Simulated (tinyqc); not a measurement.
From results back to parameters: band edges of strained Si(1-x)Ge(x) on relaxed Si(1-y)Ge(y). Five cases, with inputs chosen for the exercise.

Problem. A layer on a (001) buffer has its Delta valleys split into the four in the plane and the two along z: E(Delta4) - E(Delta2) = XuD (e_par - e_perp), e_perp = -2 (C12/C11) e_par, e_par = (a(y) - a(x))/a(x). The splitting is given; find the strain and the Ge fraction y of the buffer.

Values are linear in the Ge fraction but for ED(x) = linear - CD x (1 - x) and a(x) = linear - Ca x (1 - x). Energies are on the common scale of Ev.

Case 1.

Values chosen (end members near Si and Ge, in this order; the results hold for these values, not for the real material): a = (5.432, 5.656) angstrom (lattice constant); Ca = 0 angstrom (bowing of the lattice constant); XuD = (9.2, 9.66) eV (uniaxial potential, Delta); C11 = (163.6, 129.6) GPa; C12 = (63.9, 48.3) GPa; x = 1 (Ge fraction of the layer).

E(Delta4) - E(Delta2) = -0.280448 eV

Case 2.

Values chosen (end members near Si and Ge, in this order; the results hold for these values, not for the real material): a = (5.433, 5.66) angstrom (lattice constant); Ca = 0.025 angstrom (bowing of the lattice constant); XuD = (9.23, 9.5) eV (uniaxial potential, Delta); C11 = (163.8, 129.6) GPa; C12 = (64.4, 48.9) GPa; x = 0.8 (Ge fraction of the layer).

E(Delta4) - E(Delta2) = -0.308076 eV

Case 3.

Values chosen (end members near Si and Ge, in this order; the results hold for these values, not for the real material): a = (5.435, 5.662) angstrom (lattice constant); Ca = 0.024 angstrom (bowing of the lattice constant); XuD = (8.98, 9.25) eV (uniaxial potential, Delta); C11 = (166.9, 128.8) GPa; C12 = (63, 48.1) GPa; x = 0 (Ge fraction of the layer).

E(Delta4) - E(Delta2) = 0.176553 eV

Case 4.

Values chosen (end members near Si and Ge, in this order; the results hold for these values, not for the real material): a = (5.434, 5.655) angstrom (lattice constant); Ca = 0 angstrom (bowing of the lattice constant); XuD = (9.07, 9.26) eV (uniaxial potential, Delta); C11 = (166, 129.1) GPa; C12 = (63.4, 48) GPa; x = 0.26 (Ge fraction of the layer).

E(Delta4) - E(Delta2) = 0.245384 eV

Case 5.

Values chosen (end members near Si and Ge, in this order; the results hold for these values, not for the real material): a = (5.433, 5.652) angstrom (lattice constant); Ca = 0 angstrom (bowing of the lattice constant); XuD = (9.37, 9.39) eV (uniaxial potential, Delta); C11 = (167.9, 127.1) GPa; C12 = (63.4, 48.1) GPa; x = 1 (Ge fraction of the layer).

E(Delta4) - E(Delta2) = -0.255688 eV

Find: e_par; a(y); y.

Solution. e_par = splitting/(XuD (1 + 2 C12/C11)) with the values at x; a(y) = a(x)(1 + e_par); a(y) rises steadily with y, so one root lies in the range.

Case 1.

e_par = -0.01663
a(y) = 5.5619 angstrom
y = 0.580

Case 2.

e_par = -0.01851
a(y) = 5.5068 angstrom
y = 0.350

Case 3.

e_par = 0.01120
a(y) = 5.4959 angstrom
y = 0.290

Case 4.

e_par = 0.01529
a(y) = 5.5754 angstrom
y = 0.640

Case 5.

e_par = -0.01550
a(y) = 5.5644 angstrom
y = 0.600

Computed by tinyqc, one run a case: `OMP_NUM_THREADS=1 python tinyqc.py N N+1 out.jsonl` with N = 1051392, 1051404, 1051426, 1051478, 1051529; one thread of a shared Intel(R) Xeon(R) Processor @ 2.30GHz, about 0.02 s a run at most.
